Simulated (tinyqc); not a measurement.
Pariser-Parr-Pople SCF with singles CI, for the molecule C=Cc1ccccc1 (SMILES; centres numbered as the heavy atoms are written), step by step. Computed by tinyqc, a small Python program that keeps every step. Settings: charge = 0, gamma = Ohno, start = huckel, damping = 0, iteration cap = 77, excitations kept = 6. Command: `OMP_NUM_THREADS=1 python tinyqc.py 21104 21105 out.jsonl` (the two numbers bound the seeds that draw the settings). One thread of a shared host (Intel(R) Xeon(R) Processor @ 2.60GHz), about 0.01 s of CPU time with the checks. Later iterations appear only in the table of the cycle.

## PPP integrals

Centres (angstrom, eV; a flat drawing with bonds scaled to 1.40 angstrom):

| centre | x | y | core charge z | W | gamma_rr |
|---|---|---|---|---|---|
| 1C | -2.879000 | 0.438000 | 1 | 11.160000 | 11.130000 |
| 2C | -1.930000 | -0.591000 | 1 | 11.160000 | 11.130000 |
| 3C | -0.564000 | -0.283000 | 1 | 11.160000 | 11.130000 |
| 4C | 0.385000 | -1.311000 | 1 | 11.160000 | 11.130000 |
| 5C | 1.751000 | -1.003000 | 1 | 11.160000 | 11.130000 |
| 6C | 2.167000 | 0.333000 | 1 | 11.160000 | 11.130000 |
| 7C | 1.218000 | 1.362000 | 1 | 11.160000 | 11.130000 |
| 8C | -0.148000 | 1.054000 | 1 | 11.160000 | 11.130000 |

Resonance integrals (eV):

| i | j | beta |
|---|---|---|
| 1 | 2 | -2.550000 |
| 2 | 3 | -2.550000 |
| 3 | 4 | -2.550000 |
| 4 | 5 | -2.550000 |
| 5 | 6 | -2.550000 |
| 6 | 7 | -2.550000 |
| 7 | 8 | -2.550000 |
| 8 | 3 | -2.550000 |

Ohno: gamma = 14.399645/sqrt(R^2 + a^2), a = 2 x 14.399645/(gamma_rr + gamma_ss); H_rr = -W_r - sum_(s != r) z_s gamma_rs; H_rs = beta for bonds.

repulsion gamma_rs (eV):
```
           1C         2C         3C         4C         5C         6C         7C         8C
1C  11.130000   7.554442   5.239560   3.670975   2.869206   2.763701   3.276624   4.668999
2C   7.554442  11.130000   7.553010   5.240060   3.670163   3.276624   3.669614   5.238699
3C   5.239560   7.553010  11.130000   7.556581   5.240060   4.668999   5.238699   7.553212
4C   3.670975   5.240060   7.556581  11.130000   7.553010   5.239840   4.668753   5.240168
5C   2.869206   3.670163   5.240060   7.553010  11.130000   7.555992   5.240168   4.669089
6C   2.763701   3.276624   4.668999   5.239840   7.555992  11.130000   7.554442   5.239560
7C   3.276624   3.669614   5.238699   4.668753   5.240168   7.554442  11.130000   7.553010
8C   4.668999   5.238699   7.553212   5.240168   4.669089   5.239560   7.553010  11.130000
```

core matrix H (eV):
```
            1C          2C          3C          4C          5C          6C          7C          8C
1C  -41.203506   -2.550000    0.000000    0.000000    0.000000    0.000000    0.000000    0.000000
2C   -2.550000  -47.362612   -2.550000    0.000000    0.000000    0.000000    0.000000    0.000000
3C    0.000000   -2.550000  -54.210122   -2.550000    0.000000    0.000000    0.000000   -2.550000
4C    0.000000    0.000000   -2.550000  -50.329386   -2.550000    0.000000    0.000000    0.000000
5C    0.000000    0.000000    0.000000   -2.550000  -47.957686   -2.550000    0.000000    0.000000
6C    0.000000    0.000000    0.000000    0.000000   -2.550000  -47.459157   -2.550000    0.000000
7C    0.000000    0.000000    0.000000    0.000000    0.000000   -2.550000  -48.361310   -2.550000
8C    0.000000    0.000000   -2.550000    0.000000    0.000000    0.000000   -2.550000  -51.322737
```

## Starting guess

pi electrons, sum of z_r less the charge = 8

Orbitals of the Hueckel matrix of the beta values.

P at the start:
```
           1C         2C         3C         4C         5C         6C         7C         8C
1C   1.000000   0.911344   0.000000  -0.252725   0.000000   0.204237   0.000000  -0.252725
2C   0.911344   1.000000   0.405894   0.000000  -0.048488   0.000000  -0.048488   0.000000
3C   0.000000   0.405894   1.000000   0.610131   0.000000  -0.301212   0.000000   0.610131
4C  -0.252725   0.000000   0.610131   1.000000   0.678703   0.000000  -0.321297   0.000000
5C   0.000000  -0.048488   0.000000   0.678703   1.000000   0.658619   0.000000  -0.321297
6C   0.204237   0.000000  -0.301212   0.000000   0.658619   1.000000   0.658619   0.000000
7C   0.000000  -0.048488   0.000000  -0.321297   0.000000   0.658619   1.000000   0.678703
8C  -0.252725   0.000000   0.610131   0.000000  -0.321297   0.000000   0.678703   1.000000
```

## Iteration 1: Fock matrix

F_rr = H_rr + P_rr gamma_rr / 2 + sum_(s != r) P_ss gamma_rs; F_rs = H_rs - P_rs gamma_rs / 2; E = tr P (H + F) / 2 + core repulsion sum_(r<s) z_r z_s gamma_rs.

F (eV):
```
           1C         2C         3C         4C         5C         6C         7C         8C
1C  -5.595000  -5.992347   0.000000   0.463873   0.000000  -0.282225   0.000000   0.589986
2C  -5.992347  -5.595000  -4.082862   0.000000   0.088979   0.000000   0.088965   0.000000
3C   0.000000  -4.082862  -5.595000  -4.855254   0.000000   0.703180   0.000000  -4.854226
4C   0.463873   0.000000  -4.855254  -5.595000  -5.113127   0.000000   0.750027   0.000000
5C   0.000000   0.088979   0.000000  -5.113127  -5.595000  -5.038260   0.000000   0.750081
6C  -0.282225   0.000000   0.703180   0.000000  -5.038260  -5.595000  -5.037750   0.000000
7C   0.000000   0.088965   0.000000   0.750027   0.000000  -5.037750  -5.595000  -5.113127
8C   0.589986   0.000000  -4.854226   0.000000   0.750081   0.000000  -5.113127  -5.595000
```

pi energy = -107.956569 eV

## Iteration 1: orbitals and new P

Diagonalise F (the basis is taken as orthonormal) and form P = 2 sum c c over the lowest orbitals.

orbital energies (eV): -15.293085  -12.951102  -11.458944  -10.337737  -0.852263  0.268944  1.761102  4.103085

P after iteration 1:
```
           1C         2C         3C         4C         5C         6C         7C         8C
1C   1.000000   0.929739   0.000000  -0.224323   0.000000   0.173028   0.000000  -0.235215
2C   0.929739   1.000000   0.364677   0.000000  -0.040558   0.000000  -0.030850   0.000000
3C   0.000000   0.364677   1.000000   0.619845   0.000000  -0.311811   0.000000   0.620948
4C  -0.224323   0.000000   0.619845   1.000000   0.678160   0.000000  -0.324916   0.000000
5C   0.000000  -0.040558   0.000000   0.678160   1.000000   0.659351   0.000000  -0.322040
6C   0.173028   0.000000  -0.311811   0.000000   0.659351   1.000000   0.661885   0.000000
7C   0.000000  -0.030850   0.000000  -0.324916   0.000000   0.661885   1.000000   0.674824
8C  -0.235215   0.000000   0.620948   0.000000  -0.322040   0.000000   0.674824   1.000000
```

## Iteration 2: Fock matrix

As before.

F (eV):
```
           1C         2C         3C         4C         5C         6C         7C         8C
1C  -5.595000  -6.061829   0.000000   0.411743   0.000000  -0.239099   0.000000   0.549110
2C  -6.061829  -5.595000  -3.927204   0.000000   0.074426   0.000000   0.056603   0.000000
3C   0.000000  -3.927204  -5.595000  -4.891954   0.000000   0.727923   0.000000  -4.895078
4C   0.411743   0.000000  -4.891954  -5.595000  -5.111075   0.000000   0.758476   0.000000
5C   0.000000   0.074426   0.000000  -5.111075  -5.595000  -5.041026   0.000000   0.751818
6C  -0.239099   0.000000   0.727923   0.000000  -5.041026  -5.595000  -5.050084   0.000000
7C   0.000000   0.056603   0.000000   0.758476   0.000000  -5.050084  -5.595000  -5.098474
8C   0.549110   0.000000  -4.895078   0.000000   0.751818   0.000000  -5.098474  -5.595000
```

pi energy = -108.000228 eV

## Iteration 2: orbitals and new P

As before.

orbital energies (eV): -15.288970  -12.939646  -11.455630  -10.394793  -0.795207  0.265630  1.749646  4.098970

P after iteration 2:
```
           1C         2C         3C         4C         5C         6C         7C         8C
1C   1.000000   0.937143   0.000000  -0.211939   0.000000   0.160797   0.000000  -0.225808
2C   0.937143   1.000000   0.345955   0.000000  -0.037716   0.000000  -0.025613   0.000000
3C   0.000000   0.345955   1.000000   0.623823   0.000000  -0.314554   0.000000   0.626272
4C  -0.211939   0.000000   0.623823   1.000000   0.677717   0.000000  -0.326537   0.000000
5C   0.000000  -0.037716   0.000000   0.677717   1.000000   0.659514   0.000000  -0.322982
6C   0.160797   0.000000  -0.314554   0.000000   0.659514   1.000000   0.663507   0.000000
7C   0.000000  -0.025613   0.000000  -0.326537   0.000000   0.663507   1.000000   0.672664
8C  -0.225808   0.000000   0.626272   0.000000  -0.322982   0.000000   0.672664   1.000000
```

## Iteration 3: Fock matrix

As before.

F (eV):
```
           1C         2C         3C         4C         5C         6C         7C         8C
1C  -5.595000  -6.089796   0.000000   0.389011   0.000000  -0.222198   0.000000   0.527149
2C  -6.089796  -5.595000  -3.856499   0.000000   0.069213   0.000000   0.046994   0.000000
3C   0.000000  -3.856499  -5.595000  -4.906984   0.000000   0.734325   0.000000  -4.915182
4C   0.389011   0.000000  -4.906984  -5.595000  -5.109403   0.000000   0.762260   0.000000
5C   0.000000   0.069213   0.000000  -5.109403  -5.595000  -5.041642   0.000000   0.754017
6C  -0.222198   0.000000   0.734325   0.000000  -5.041642  -5.595000  -5.056212   0.000000
7C   0.000000   0.046994   0.000000   0.762260   0.000000  -5.056212  -5.595000  -5.090318
8C   0.527149   0.000000  -4.915182   0.000000   0.754017   0.000000  -5.090318  -5.595000
```

pi energy = -108.008445 eV

## Iteration 3: orbitals and new P

As before.

orbital energies (eV): -15.286868  -12.933136  -11.453697  -10.418484  -0.771516  0.263697  1.743136  4.096868

P after iteration 3:
```
           1C         2C         3C         4C         5C         6C         7C         8C
1C   1.000000   0.940286   0.000000  -0.206600   0.000000   0.155742   0.000000  -0.221187
2C   0.940286   1.000000   0.337572   0.000000  -0.036502   0.000000  -0.023992   0.000000
3C   0.000000   0.337572   1.000000   0.625471   0.000000  -0.315278   0.000000   0.628834
4C  -0.206600   0.000000   0.625471   1.000000   0.677487   0.000000  -0.327282   0.000000
5C   0.000000  -0.036502   0.000000   0.677487   1.000000   0.659511   0.000000  -0.323610
6C   0.155742   0.000000  -0.315278   0.000000   0.659511   1.000000   0.664372   0.000000
7C   0.000000  -0.023992   0.000000  -0.327282   0.000000   0.664372   1.000000   0.671506
8C  -0.221187   0.000000   0.628834   0.000000  -0.323610   0.000000   0.671506   1.000000
```

## Convergence

Stop when output and input P, before any damping, agree to 1e-7.

Course of the cycle:

| iteration | E (eV) | largest \|P(out) - P(in)\| |
|---|---|---|
| 1 | -107.95656937 | 4.12e-02 |
| 2 | -108.00022793 | 1.87e-02 |
| 3 | -108.00844514 | 8.38e-03 |
| 4 | -108.01005095 | 3.74e-03 |
| 5 | -108.01036969 | 1.66e-03 |
| 6 | -108.01043355 | 7.40e-04 |
| 7 | -108.01044646 | 3.29e-04 |
| 8 | -108.01044910 | 1.46e-04 |
| 9 | -108.01044966 | 6.49e-05 |
| 10 | -108.01044978 | 2.87e-05 |
| 11 | -108.01044981 | 1.27e-05 |
| 12 | -108.01044982 | 6.70e-06 |
| 13 | -108.01044982 | 3.98e-06 |
| 14 | -108.01044983 | 2.43e-06 |
| 15 | -108.01044983 | 1.54e-06 |
| 16 | -108.01044983 | 9.80e-07 |
| 17 | -108.01044983 | 6.28e-07 |
| 18 | -108.01044983 | 4.04e-07 |
| 19 | -108.01044983 | 2.60e-07 |
| 20 | -108.01044983 | 1.68e-07 |
| 21 | -108.01044983 | 1.09e-07 |
| 22 | -108.01044983 | 7.05e-08 |

Converged in 22 iterations.

## Converged orbitals

Charges are z - P_rr.

orbital energies (eV): -15.285124  -12.927463  -11.451694  -10.436824  -0.753176  0.261694  1.737463  4.095124

coefficients:
```
         MO1        MO2        MO3        MO4        MO5        MO6        MO7        MO8
1C  0.148541   0.430280   0.011171   0.540989   0.540989   0.011171  -0.430280   0.148541
2C  0.281255   0.532487  -0.002056   0.370606  -0.370606   0.002056   0.532487  -0.281255
3C  0.488213   0.326492  -0.017920  -0.393358  -0.393358  -0.017920  -0.326492   0.488213
4C  0.397737   0.011483   0.491996  -0.315615   0.315615  -0.491996   0.011483  -0.397737
5C  0.347052  -0.315845   0.508577   0.145417   0.145417   0.508577   0.315845   0.347052
6C  0.327000  -0.465073   0.016025   0.420144  -0.420144  -0.016025  -0.465073  -0.327000
7C  0.345165  -0.329399  -0.490819   0.177352   0.177352  -0.490819   0.329399   0.345165
8C  0.394679  -0.005709  -0.507620  -0.294139   0.294139   0.507620  -0.005709  -0.394679
```

pi charges: 1C 0.000000, 2C 0.000000, 3C 0.000000, 4C 0.000000, 5C 0.000000, 6C 0.000000, 7C 0.000000, 8C 0.000000

## Singles CI, singlets

Over the 6 single excitations with the smallest orbital gaps: A = (e_a - e_i) delta + 2 (ia|jb) - (ij|ab), with (pq|rs) = sum c_mp c_mq gamma_mn c_nr c_ns. f = 2/3 w |mu|^2 in atomic units, mu = sqrt2 sum c_ia sum_m c_mi c_ma R_m.

singlet CI matrix (eV):
```
           4>5        3>5        4>6        3>6        4>7        2>5
4>5   5.192302  -0.134356  -0.134356  -0.596147   0.137729  -0.137729
3>5  -0.134356   6.182485   0.771901   0.006871   0.134209  -0.103643
4>6  -0.134356   0.771901   6.182485   0.006871   0.103643  -0.134209
3>6  -0.596147   0.006871   0.006871   6.639416  -0.591827   0.591827
4>7   0.137729   0.134209   0.103643  -0.591827   7.544996   0.205091
2>5  -0.137729  -0.103643  -0.134209   0.591827   0.205091   7.544996
```

singlet excitation energies (eV): 4.959961  5.410185  6.157433  7.000164  7.750486  8.008451

oscillator strengths: 0.417752  0.000000  0.509129  0.944345  0.000000  0.809704

## Singles CI, triplets

Over the 6 single excitations with the smallest orbital gaps: A = (e_a - e_i) delta - (ij|ab), with (pq|rs) = sum c_mp c_mq gamma_mn c_nr c_ns.

triplet CI matrix (eV):
```
           4>5        3>5        4>6        3>6        4>7        2>5
4>5   3.506040  -0.041783  -0.041783  -0.210584   0.374702  -0.374702
3>5  -0.041783   5.200000  -0.210584   0.018509   0.053308  -0.022742
4>6  -0.041783  -0.210584   5.200000   0.018509   0.022742  -0.053308
3>6  -0.210584   0.018509   0.018509   4.566282  -0.012180   0.012180
4>7   0.374702   0.053308   0.022742  -0.012180   6.136790   1.613297
2>5  -0.374702  -0.022742  -0.053308   0.012180   1.613297   6.136790
```

triplet excitation energies (eV): 3.249819  4.539602  4.792868  5.002941  5.410185  7.750486
